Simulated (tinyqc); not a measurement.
# Quantum limit of the contact resistance of a three-dimensional channel: effects of single changes

Parabolic band with gv valleys, C = hbar^2/(2 m0), eta = (EF - Ec)/(kB T). Landauer picture: each mode conducts 2 q^2/h, and the contacts and the channel add incoherently in series, 1/Tt - 1 = 2 (1/tc - 1) + L/lam for the total transmission Tt.

Inputs (values chosen for the exercise):
- T = 300 K (temperature)
- m = 0.28 m0 (mass)
- gv = 2 (valleys)
- n = 1.1e19 cm^-3 (carrier density)
- tc = 0.31 (transmission of each contact)
- lam = 22 nm (back-scattering length of the channel)

Constants: q = 1.602176634e-19 C, kB = 1.380649e-23 J/K, hbar = 1.054571817e-34 J s, h = 6.62607015e-34 J s, m0 = 9.1093837015e-31 kg, Vt = kB T/q, hbar^2/(2 m0) = 0.0380998212 eV nm^2. Results are converted to the units shown.

Each table varies one quantity; the others keep the values above.

## Quantum limit against density

n = N F12(eta), N = 2 gv (m kB T/(4 pi C))^1.5, F12(x) = (2/sqrt(pi)) int_0^infinity sqrt(u)/(1 + exp(u - x)) du; modes per area M = gv m kB T ln(1 + exp(eta))/(4 pi C); at zero temperature M0 = gv kF^2/(4 pi), kF = (3 pi^2 n/gv)^(1/3). kB T in eV. RQ = (h/2q^2)/M for the whole device, R = RQ/Tt; the part of one contact is Rc = RQ (1/tc - 1/2) and the channel adds RQ L/lam.

Results:

| n (cm^-3) | eta | M (cm^-2) | M0 (cm^-2) | RQ/2 (ohm cm^2) |
|---|---|---|---|---|
| 1.4e17 | -3.9658 | 5.6773e10 | 2.5872e11 | 1.1367e-7 |
| 1.4e18 | -1.6035 | 5.5431e11 | 1.2009e12 | 1.1642e-8 |
| 4.3e18 | -0.34490 | 1.6192e12 | 2.5374e12 | 3.9854e-9 |
| 1.4e19 | 1.2818 | 4.6164e12 | 5.5740e12 | 1.3979e-9 |
| 4.4e19 | 3.7226 | 1.1328e13 | 1.1960e13 | 5.6964e-10 |
| 1.4e20 | 8.4579 | 2.5575e13 | 2.5872e13 | 2.5232e-10 |
| 4.4e20 | 18.313 | 5.5375e13 | 5.5511e13 | 1.1654e-10 |

Estimate the missing row, n = 4.3e17 cm^-3.

Computed row:

| n (cm^-3) | eta | M (cm^-2) | M0 (cm^-2) | RQ/2 (ohm cm^2) |
|---|---|---|---|---|
| 4.3e17 | -2.8299 | 1.7340e11 | 5.4667e11 | 3.7217e-8 |

With this row back in the table: The limit for one contact, RQ/2, falls from 1.14e-7 to 1.17e-10 ohm cm^2, as n^(-0.99) between the first two rows (eta = -4.0) and n^(-0.67) between the last two (eta = 18); the non-degenerate power is -1 and the degenerate one -2/3. M0 is 4.56 times M in the first row and 0.25 % above it in the last. In 1 of the 8 rows EF lies more than 0.3 eV above Ec, where real bands are no longer parabolic.

## Total resistance against length

Same model as above.

kB T in eV.

Total resistance against length:

| L (nm) | R (ohm cm^2) | share of the contacts (%) |
|---|---|---|
| 2.7 | 1.9124e-8 | 97.798 |
| 5.8 | 1.9607e-8 | 95.387 |
| 13 | 2.0730e-8 | 90.221 |
| 27 | 2.2913e-8 | 81.625 |
| 58 | 2.7748e-8 | 67.404 |
| 130 | 3.8975e-8 | 47.987 |
| 270 | 6.0807e-8 | 30.758 |
| 590 | 1.1071e-7 | 16.894 |

R is a straight line in L with intercept 2 Rc = 1.87e-8 ohm cm^2; the share of the contacts falls from 97.8 to 16.9 % and is one half at L = lam (2/tc - 1) = 120 nm.

Program tinyqc, `OMP_NUM_THREADS=1 python tinyqc.py 2760129 2760130 out.jsonl`; Intel Xeon 2.30GHz, shared host, one thread, about 0.02 s.
